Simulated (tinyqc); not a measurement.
Barrier width: Kronig-Penney superlattice by transfer matrices.

Wells (width a, potential 0, mass mw) alternate with barriers (width b, height V0, mass mb); period d = a + b; c = hbar^2/2m0. The vector (psi, psi'/m) is continuous, and a layer of thickness t carries it by M = [[cos kt, (m/k) sin kt], [-(k/m) sin kt, cos kt]] with k = sqrt(m (E - V)/c); for E < V, k = i kappa gives [[cosh, (m/kappa) sinh], [(kappa/m) sinh, cosh]] of kappa t. A Bloch state obeys cos(q d) = tr(Mb Mw)/2.

Constants: hbar^2/2m0 = 3.80998211 eV angstrom^2.

Parameters, chosen for this exercise (near those of a GaAs superlattice with barriers of AlGaAs; not measured data):

| symbol | value | unit | meaning |
|---|---|---|---|
| a | 114 | angstrom | well width |
| V0 | 0.267 | eV | barrier height |
| mw | 0.0674 | m0 | mass in the wells |
| mb | 0.0944 | m0 | mass in the barriers |
| bs | (17.5, 26.2, 35, 45.5, 56, 70, 87.5) | angstrom | barrier widths |

First miniband against b. m_z = -2 c f'/d^2 with f = tr M/2 at the bottom of the band. E1 is the level of the single well, kappa1 its decay constant in the barrier.

First miniband:

| b (angstrom) | bottom (eV) | top (eV) | W (meV) | ln W | m_z (m0) |
|---|---|---|---|---|---|
| 17.5 | 0.0196 | 0.0306 | 11.05 | 2.403 | 0.107 |
| 26.2 | 0.0224 | 0.0281 | 5.642 | 1.730 | 0.162 |
| 35.0 | 0.0238 | 0.0267 | 2.857 | 1.050 | 0.262 |
| 45.5 | 0.0246 | 0.0259 | 1.268 | 0.237 | 0.493 |
| 56.0 | 0.0250 | 0.0256 | 0.5625 | -0.575 | 0.956 |
| 70.0 | 0.0252 | 0.0254 | 0.1904 | -1.659 | 2.38 |
| 87.5 | 0.0253 | 0.0253 | 0.04914 | -3.013 | 7.65 |

E1 = 0.0253 eV
kappa1 = 0.0774 1/angstrom

How do the results move, and what explains it?

W falls from 11.1 to 0.05 meV, and both edges close in on E1. The slope of ln W is -0.0773 per angstrom over the first two rows and -0.0774 over the last two, against -kappa1 = -0.0774: the width follows one power of the tunnelling amplitude once the wells couple weakly. m_z grows by a factor 71.6.

Program tinyqc; command `OMP_NUM_THREADS=1 python tinyqc.py 1251027 1251028 out.jsonl`; about 0.05 s on one thread of a shared Intel(R) Xeon(R) Processor @ 2.30GHz.
